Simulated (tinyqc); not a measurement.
Deep trap from a strong local potential in a two-band host (Koster-Slater model with semi-elliptic bands): one step, computed by the program tinyqc.

The valence band spans -2 W_v to 0 and the conduction band E_g to E_g + 2 W_c. The orbital at the impurity site has weight f_v in the valence band and 1 - f_v in the conduction band, each spread as a semi-ellipse (2/(pi W^2)) sqrt(W^2 - x^2) about the band centre. The impurity adds U to this orbital. Spin is left out.

Question. Green function at the trial energy. In the gap G(E) = f_v (2/W_v^2)[x - sqrt(x^2 - W_v^2)] - (1 - f_v)(2/W_c^2)[y - sqrt(y^2 - W_c^2)], x = E + W_v, y = E_g + W_c - E. The potential that would put a level at E is U = 1/G(E).

Inputs (values chosen for the exercise, with a gap close to that of CdS): gap E_g = 2.52 eV; half-width of the valence band W_v = 2.3 eV; half-width of the conduction band W_c = 5 eV; valence weight f_v of the site orbital = 0.56; trial energy E = 2.17 eV.

Impurity: repulsive, acceptor-like.

Give: valence part; conduction part; G(E); potential needed.

Answer.

valence part = 0.13489 1/eV

conduction part = -0.12132 1/eV

G(E) = 0.013569 1/eV

potential needed = 73.699 eV
